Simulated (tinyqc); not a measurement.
# From peak concentration back to beam energy E

Model: sputter depth profiling of a dopant layer: erosion rate, quantification and the mixing-roughness response. Computed by tinyqc, a small Python program. Command: `OMP_NUM_THREADS=1 python tinyqc.py 3012655 3012656 out.jsonl sims inv`. One thread of a shared host (Intel(R) Xeon(R) Processor @ 2.30GHz), about 0.07 s of CPU time with the checks.

A rastered ion beam erodes silicon (49.94 atoms per nm^3). The measured profile is the true one convolved with a depth response.

Inputs (values chosen for the exercise, modelled on a dopant in silicon under an oxygen or caesium beam):
```
quantity                               value    unit
beam current                              52      nA
raster side                              200      um
sputter yield at 1 keV                  0.89       -
mixing length at 1 keV                   1.4      nm
roughness sigma                         0.89      nm
depth of the layer z0                     25      nm
sheet density Q                      9.6e+12  1/cm^2
relative sensitivity factor RSF      6.3e+20  1/cm^3
matrix count rate                     390000     1/s
background count rate                    1.6     1/s
counting time per point                    2       s
level that defines the junction C_B    2e+17  1/cm^3
```

True profile: delta layer.

Constants: e = 1.602176634e-19 C.

Method:
- Scaling chosen for the exercise: yield Y = Y1 E^0.5, mixing length w = w1 E^0.5 (E in keV).
- Erosion rate = Y I/(e x raster^2 x density); depth step = rate x counting time; concentration = RSF x counts/matrix counts; detection limit = RSF x 3 sqrt(background x time)/(matrix rate x time).
- Mixing alone turns a layer at z0 into (1/w) exp(-(z - z0 + w)/w) for z > z0 - w; roughness adds a Gaussian of width sigma. With x = z - z0 + w: g(x) = (1/(2w)) exp(sigma^2/(2 w^2) - x/w) erfc((sigma/w - x/sigma)/sqrt2), and its integral G(x) = (1/2) erfc(-x/(sigma sqrt2)) - w g(x). Measured: Q g(x), 1 nm = 1e-7 cm.
- Find the maximum, the full width at half maximum and the deep point where the profile falls to C_B; far down, the trailing edge decays by w ln(10) per decade.

Problem. A run gave the result below. Find the beam energy E, known to lie between 1.5 and 4 keV.

peak concentration = 2.197375e+19 1/cm^3

Solution.

Each step takes the trial c = (a f_b - b f_a)/(f_b - f_a), f being the result less the target and a, b, c the logarithms of the listed values; c replaces end b, the old b replaces a if the sign of f changed, and otherwise f_a is halved.

Scan of the range:
```
beam energy E (keV)  peak concentration (1/cm^3)
1.50                                 2.61030e+19
1.77                                 2.50614e+19
2.08                                 2.40435e+19
2.45                                 2.30132e+19
2.88                                 2.20018e+19
3.40                                 2.09740e+19
4.00                                 1.99816e+19
```

False position (Illinois rule, in the logarithm of the input) inside the bracket:
```
step    end a    end b    trial  peak concentration (1/cm^3)
1     2.88000  3.40000  2.89307                  2.19736e+19
2     2.88000  2.89307  2.89293                  2.19739e+19
3     2.89307  2.89293  2.89300                  2.19738e+19
```

Peak concentration falls at every point of a 13-point scan of the range (every second point is shown), so one value fits; it is bracketed by 2.88 and 3.40. Answer: beam energy E = 2.893 keV.
